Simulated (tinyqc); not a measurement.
Model-solid line-up of a strained alloy layer on a substrate: one step. Critical thickness (Matthews-Blakeslee, single layer). The numbers come from values chosen for the exercise (A near GaP, B near GaAs, substrate near GaAs).

Alloy at x (a in angstrom, C11, C12, C44 in GPa, all else in eV):
```
symbol       value
a         5.583300
Eg        1.960701
Dso       0.240910
Ev       -0.977600
ac       -7.462600
av        1.359800
b        -1.865700
d        -4.700400
C11     130.238000
C12      58.131000
C44      63.370000
```

e_par = 0.01391650

Question. h = K (ln(h/b) + 1) with K = b (1 - nu/4)/(4 pi |e_par| (1 + nu)) for 60-degree dislocations, b = a/sqrt(2) the Burgers vector (not the shear potential of the table), nu = C12/(C11 + C12). Iterate from h = 10 b until h changes by less than 1e-6 of itself.

Give: b (Burgers vector); nu; K; first iterates; critical thickness.

Answer.

b (Burgers vector) = 3.9480 angstrom
nu = 0.3086
K = 15.92 angstrom

first iterates (angstrom): [39.5, 52.6, 57.1, 58.5, 58.8, 58.9]

critical thickness = 5.90 nm

Thicker layers can relax, and the strained edges then no longer apply; metastable growth often exceeds this equilibrium value.

Computed by tinyqc, a small Python program: `OMP_NUM_THREADS=1 python tinyqc.py 1080715 1080716 out.jsonl` (the numbers bound the seed that draws the inputs); one thread of a shared host (Intel(R) Xeon(R) Processor @ 2.30GHz), about 0.02 s for the whole set of steps.
